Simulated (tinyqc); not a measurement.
Worked calculation: RKS/BLYP in the sto-6g basis, for BeH+, spin multiplicity 1. Computed by tinyqc, a small Python program that keeps every step (integrals from PySCF). Settings: charge = 1, multiplicity = 1, basis = sto-6g, energy threshold = 1e-09, iteration cap = 81, orthogonalisation = symmetric, start = core, DIIS depth = 8, damping = 0.5, shift = 1.0, method = RKS, functional = blyp, grid = [15, 50]. Command: `OMP_NUM_THREADS=1 python tinyqc.py 28393 28394 out.jsonl` (the two numbers bound the seeds that draw the settings). One thread of a shared host (Intel(R) Xeon(R) Processor @ 2.60GHz), about 0.8 s of CPU time with the checks.

Geometry (angstrom):
```
atom       x       y       z
Be    0.0000  0.0000  0.0000
H     0.0000  0.0000  1.4770
```

Stop when the energy changes by less than 1e-09 hartree and every element of the error matrix X^T (F D S - S D F) X is below 9e-06.

Course of the cycle:
```
iteration  E (hartree)     change  largest element of the error matrix
1           -14.730852          -                             3.09e-01
2           -14.797263  -6.64e-02                             2.49e-01
3           -14.837029  -3.98e-02                             2.02e-01
4           -14.858123  -2.11e-02                             1.72e-01
5           -14.872623  -1.45e-02                             1.47e-01
6           -14.885966  -1.33e-02                             1.14e-01
7           -14.895134  -9.17e-03                             8.48e-02
8           -14.900400  -5.27e-03                             6.35e-02
9           -14.903598  -3.20e-03                             4.58e-02
10          -14.904730  -1.13e-03                             4.13e-02
11          -14.904631   9.98e-05                             4.42e-02
12          -14.905646  -1.01e-03                             3.60e-02
13          -14.906334  -6.88e-04                             2.94e-02
14          -14.906811  -4.78e-04                             2.39e-02
...                ...        ...                                  ...
68          -14.908258  -1.45e-07                             7.71e-04
69          -14.908258  -1.27e-07                             7.24e-04
70          -14.908258  -1.12e-07                             6.80e-04
71          -14.908258  -9.89e-08                             6.38e-04
72          -14.908258  -8.72e-08                             5.99e-04
73          -14.908258  -7.68e-08                             5.62e-04
74          -14.908258  -6.76e-08                             5.27e-04
75          -14.908258  -5.96e-08                             4.95e-04
76          -14.908258  -5.25e-08                             4.65e-04
77          -14.908259  -4.62e-08                             4.36e-04
78          -14.908259  -4.07e-08                             4.09e-04
79          -14.908259  -3.59e-08                             3.84e-04
80          -14.908259  -3.16e-08                             3.60e-04
81          -14.908259  -2.78e-08                             3.38e-04
```

Can the last value be used, and what does the course show?

Not by the stop rule, although the second column moves by less than 1e-07 over the last three steps. Not converged within the cap of 81 iterations: the residual falls steadily but slowly, by a factor of about 0.94 a step. Reruns (cap 100 unless said): DIIS 8: converged in 8; damping 0.5: converged in 88; level shift 0.5: converged in 23; atomic densities as start, DIIS 8: converged in 7; the original settings with a cap of 400: converged in 138. PySCF RKS in the same basis, fine grid = -14.902769 hartree, which differs from a converged run on this coarse grid by the grid error.
